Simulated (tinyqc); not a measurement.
Inside a calculation: valley splitting in a one-orbital chain of atomic planes (second-neighbour model). Values are carried at full precision from step to step, so a last printed digit may differ when a step is redone from the rounded ones.

Each (001) plane carries one orbital with energy e0, hopping v to the next plane and u to the second: E(phi) = e0 + 2 v cos(phi) + 2 u cos(2 phi), where phi = pi - k a/4 (the sign of every second orbital is chosen so that v > 0, which shifts the phase by pi). The minimum lies at cos(phi0) = -v/(4u), phi0 = pi - (pi/2) k0 for a valley at k0 (2 pi/a), and e0 puts it at zero. A slab of N planes has hard walls: the matrix simply ends.

Constants: hbar^2/2m0 = 3.80998211 eV angstrom^2.

Values chosen for the exercise (near those of the Delta valleys of silicon; abrupt walls in this chain split the valleys several times more than measured wells; shifted at random, so the results belong to these values and not to a real crystal):
- a = 5.426 angstrom (lattice constant; planes lie a/4 apart)
- k0 = 0.801 2 pi/a (position of the valley)
- ml = 0.955 m0 (longitudinal mass)
- N = 11 (planes in the small slab)

## Hoppings from the valley position and mass

The curvature at the minimum is d2E/dphi2 = 8 u sin^2(phi0) = (2c/ml)/(a/4)^2 with c = hbar^2/2m0; v = -4 u cos(phi0); e0 = 2u + v^2/(4u).

phi0 = 1.88338 rad
u = 0.59864 eV
v = 0.73638 eV
e0 = 1.42373 eV

## The bulk band

E at phi = j pi/10.

Band:
```
phi/pi  E (eV)
0.0     4.0938
0.1     3.7930
0.2     2.9852
0.3     1.9194
0.4     0.9102
0.5     0.2265
0.6     0.0000
0.7     0.1881
0.8     0.6022
0.9     0.9917
1.0     1.1482
```

## Hamiltonian of the slab

e0 on the diagonal, v and u on the first and second off-diagonals.

H (eV), lower triangle:
```
         1       2       3       4       5       6       7       8       9      10      11
1   1.4237
2   0.7364  1.4237
3   0.5986  0.7364  1.4237
4        0  0.5986  0.7364  1.4237
5        0       0  0.5986  0.7364  1.4237
6        0       0       0  0.5986  0.7364  1.4237
7        0       0       0       0  0.5986  0.7364  1.4237
8        0       0       0       0       0  0.5986  0.7364  1.4237
9        0       0       0       0       0       0  0.5986  0.7364  1.4237
10       0       0       0       0       0       0       0  0.5986  0.7364  1.4237
11       0       0       0       0       0       0       0       0  0.5986  0.7364  1.4237
```

## Levels and the valley doublet

Diagonalise H. The two lowest levels are the doublet made from the valleys at +k0 and -k0; give their splitting, the weights of the lowest state, and its parity under reversal of the planes.

levels (eV): 0.1141  0.1334  0.4477  0.4607  0.8201  0.9721  1.1014  1.7576  2.5926  3.3611  3.9001

splitting = 19.32 meV

weights on the planes: 0.047  0.014  0.108  0.158  0.025  0.294  0.025  0.158  0.108  0.014  0.047

parity of the lowest state: even

The mean of the doublet lies 0.1238 eV above the bulk minimum, and level 3 lies 0.3240 eV above that mean; the weights oscillate from plane to plane because the two valleys interfere.

## Checks

- Mean of the doublet for 400 planes against the effective-mass level with W = 402 a/4 (meV): both 0.1324.

tinyqc: `OMP_NUM_THREADS=1 python tinyqc.py 1451460 1451461 out.jsonl`; about 0.02 s, one thread, shared Intel(R) Xeon(R) Processor @ 2.30GHz.
